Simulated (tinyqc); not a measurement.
## Pelgrom slope, floor and doping from two device sizes

Problem. s^2 = A^2/(L W) + s0^2, with s0 independent of size and A = (q/Cox) sqrt(Na Wd/3) from random dopants alone, Cox = 3.9 eps0/ti. Find A, s0 and Na.

Values chosen for this exercise:
```
symbol,value,unit,meaning
ti,1.3,nm,oxide-equivalent thickness in inversion
```

Constants: q = 1.602176634e-19 C, eps0 = 8.8541878128e-14 F/cm where lengths are in cm. Results are converted to the units shown.

s for gate areas 0.0035 and 0.032 um^2 (mV): 9.87216838  5.81591024
Wd = 57.2804527 nm

Solution. s^2 is linear in 1/area: slope A^2, intercept s0^2.

A = 0.500 mV um
s0 = 5.10 mV
Na = 3.60e17 cm^-3

Numbers from tinyqc (`OMP_NUM_THREADS=1 python tinyqc.py 2090108 2090109 out.jsonl`; about 0.01 s on one thread of a shared Intel Xeon 2.30GHz).
